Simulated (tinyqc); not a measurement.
Worked calculation: carrier lifetime from Shockley-Read-Hall, radiative, Auger and surface recombination. Computed by tinyqc, a small Python program that keeps every step. Command: `OMP_NUM_THREADS=1 python tinyqc.py 3007027 3007028 out.jsonl lifetime walk`. One thread of a shared host (Intel(R) Xeon(R) Processor @ 2.30GHz), about 0.02 s of CPU time with the checks. Intermediate numbers are printed to about 5 digits and carried at full precision; extremes and crossings named in words are read from the listed rows.

Energies are counted from the top of the valence band. Boltzmann statistics, full ionisation, and equal excess densities of electrons and holes.

Inputs (values chosen for the exercise, with bands modelled on ZnO):
```
quantity                          value        unit
gap E_g                            3.42          eV
electron mass m_e                 0.278         m_0
valleys M_c                           1           -
hole mass m_h                     0.787         m_0
temperature T                       400           K
doping N                        9.1e+17       cm^-3
trap level E_t                     1.56          eV
trap density N_t                3.7e+11       cm^-3
electron cross-section sigma_n  1.5e-15        cm^2
hole cross-section sigma_p      6.8e-17        cm^2
radiative coefficient B         2.2e-10      cm^3/s
Auger coefficient C_n           1.3e-30      cm^6/s
Auger coefficient C_p           1.9e-30      cm^6/s
excess density dn               1.2e+12       cm^-3
generation rate G               4.3e+22  cm^-3 s^-1
diffusion coefficient D             8.2      cm^2/s
surface velocity S                11000        cm/s
thickness W                         8.2  micrometre
```

Doping: n-type. Surface term: two equal surfaces.

Constants: m_0 = 9.1093837015e-31 kg; k_B = 1.380649e-23 J/K; h = 6.62607015e-34 J s; k_B = 8.617333262e-05 eV/K.

## Equilibrium densities

N_c = 2 M_c (2 pi m_e k_B T/h^2)^(3/2) and N_v = 2 (2 pi m_h k_B T/h^2)^(3/2), masses in units of m_0. n_i = sqrt(N_c N_v) exp(-E_g/2 k_B T); majority density N/2 + sqrt(N^2/4 + n_i^2), minority density n_i^2 over it.

N_c = 5.6630e+18 cm^-3

N_v = 2.6974e+19 cm^-3

n_i = 0.0035232 cm^-3

n_0 = 9.10e+17 cm^-3

p_0 = 1.3641e-23 cm^-3

Caution: the doping is near the effective density of states, where Boltzmann statistics fail and the gap narrows.

## Capture times and SRH densities

v = sqrt(3 k_B T/m) with m_e or m_h; tau_n0 = 1/(sigma_n v_n N_t), tau_p0 = 1/(sigma_p v_p N_t); n1 = N_c exp(-(E_g - E_t)/k_B T), p1 = N_v exp(-E_t/k_B T).

v_n = 2.5578e+07 cm/s

v_p = 1.5202e+07 cm/s

tau_n0 = 7.0444e-05 s

tau_p0 = 0.0026145 s

n1 = 2.0801e-05 cm^-3

p1 = 0.59677 cm^-3

n1 and p1 are both far below the doping: the level acts as a deep recombination centre.

## Surface lifetime

The slowest diffusion mode has x tan x = S W/(2 D) with 0 < x < pi/2 (bisection), and tau_s = W^2/(4 x^2 D). The common approximation is W/(2 S) + W^2/(pi^2 D).

x = 0.68006

tau_s = 4.4326e-08 s

approximate tau_s = 4.5581e-08 s

The approximation is off by 2.8 %. Surface and diffusion both limit.

## Lifetimes at the given injection

With n = n_0 + dn, p = p_0 + dn and U/dn = 1/tau: (n p - n_i^2)/dn = n_0 + p_0 + dn = s; 1/tau_SRH = s/[tau_p0 (n + n1) + tau_n0 (p + p1)]; 1/tau_rad = B s; 1/tau_Aug = (C_n n + C_p p) s; the rates add, with 1/tau_s. Radiative efficiency = tau_eff/tau_rad; effective diffusion length = sqrt(D tau_eff).

tau_SRH at dn = 0.0026145 s

tau_rad at dn = 4.9950e-09 s

tau_Aug at dn = 9.2891e-07 s

effective lifetime at dn = 4.4675e-09 s

radiative efficiency at dn = 0.89440

effective diffusion length at dn = 1.9140 micrometre

Radiative recombination carries 89 % of the rate; dn/N = 1.3e-6 is low injection.

## Steady state under generation

dn solves dn/tau_eff(dn) = G (60 bisections in ln dn between 1e-2 and 1e22 cm^-3); the splitting of the quasi-Fermi levels is k_B T ln(n p/n_i^2).

steady excess density = 1.9207e+14 cm^-3

lifetime in the steady state = 4.4667e-09 s

quasi-Fermi splitting under G = 2.9484 eV

The splitting, an upper bound for e V_oc, is 86 % of the gap.

## Lifetime against injection

Rows stop below half the smaller effective density of states.

Lifetimes (s):
```
dn (cm^-3)        SRH   radiative       Auger   effective  radiative efficiency  fastest channel
1.00e+10    0.0026145  4.9950e-09  9.2891e-07  4.4675e-09               0.89440        radiative
1.00e+11    0.0026145  4.9950e-09  9.2891e-07  4.4675e-09               0.89440        radiative
1.00e+12    0.0026145  4.9950e-09  9.2891e-07  4.4675e-09               0.89440        radiative
1.00e+13    0.0026145  4.9950e-09  9.2888e-07  4.4675e-09               0.89440        radiative
1.00e+14    0.0026145  4.9945e-09  9.2856e-07  4.4671e-09               0.89441        radiative
1.00e+15    0.0026146  4.9895e-09  9.2539e-07  4.4631e-09               0.89449        radiative
1.00e+16    0.0026153  4.9407e-09  8.9461e-07  4.4233e-09               0.89527        radiative
1.00e+17    0.0026215  4.5005e-09  6.5875e-07  4.0604e-09               0.90223        radiative
1.00e+18    0.0026514  2.3798e-09  1.1945e-07  2.2166e-09               0.93144        radiative
```

tau_SRH goes from 0.00261 s at low injection (the minority capture time, 0.00261 s) to 0.00265 s in the last row; at high injection it tends to tau_n0 + tau_p0 = 0.00268 s. Ruling channel by row: radiative from 1e10 cm^-3.

## Where in the gap a trap does harm

Low injection: tau = [tau_p0 (n_0 + n1) + tau_n0 (p_0 + p1)]/(n_0 + p_0). Depleted region (n = p = 0): generation lifetime tau_g = (tau_p0 n1 + tau_n0 p1)/n_i. n1 = N_c exp(-(E_g - E_t)/k_B T), p1 = N_v exp(-E_t/k_B T).

The same trap at other energies:
```
E_t (eV)  SRH lifetime (s)  generation lifetime (s)
0.205            0.0026200               1.4091e+15
0.513            0.0026145               1.8549e+11
0.855            0.0026145               9.1057e+06
1.197            0.0026145               4.4700e+02
1.539            0.0026145               2.1951e-02
1.710            0.0026145               1.3517e-03
1.881            0.0026145               1.7098e-01
2.223            0.0026145               3.4830e+03
2.565            0.0026145               7.0952e+07
2.907            0.0026145               1.4454e+12
3.215            0.0026570               1.0980e+16
```

The SRH lifetime (other channels left aside) stays within 10 % of its least value, among these rows, from E_t = 0.205 to 3.215 eV. The generation lifetime has a sharp minimum, among these rows at 1.71 eV and exactly at 1.675 eV, where tau_p0 n1 = tau_n0 p1, since generation needs two thermal jumps and the larger one rules.

Checks made by the program: n1 p1 = n_i^2 (relative difference below 1e-10); x tan x at the root (relative difference below 1e-10).
